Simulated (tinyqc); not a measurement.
Doping from resistivity.

Inverse problem. A uniform, uncompensated and fully ionised sample has rho = 1/(q N mu), mu = m1 + (m2 (T/300 K)^(-bt) - m1)/(1 + (N/Nr)^am). Find N, mu and the diffusion coefficient mu Vt.

Parameters, values chosen for the exercise: temperature T = 250 K; mobility limit at high doping m1 = 52.5 cm^2/(V s); mobility limit at low doping, at 300 K m2 = 1380 cm^2/(V s); reference doping of the mobility law Nr = 9.74e16 cm^-3; exponent of the mobility law am = 0.667; temperature exponent of m2 bt = 2.1.

Constants: q = 1.602176634e-19 C, kB = 1.380649e-23 J/K, Vt = kB T/q. Results are converted to the units shown.

resistivity = 0.0078220216 ohm cm

Answer. With am below 1 the product N mu rises steadily with N, so one doping matches; it is found by iterating N = 1/(q rho mu(N)).

N = 3.800e18 cm^-3
mu = 210.0 cm^2/(V s)
diffusion coefficient = 4.524 cm^2/s

tinyqc, about 0.01 s, one thread, Intel Xeon 2.30GHz (shared host): `OMP_NUM_THREADS=1 python tinyqc.py 2110055 2110056 out.jsonl`
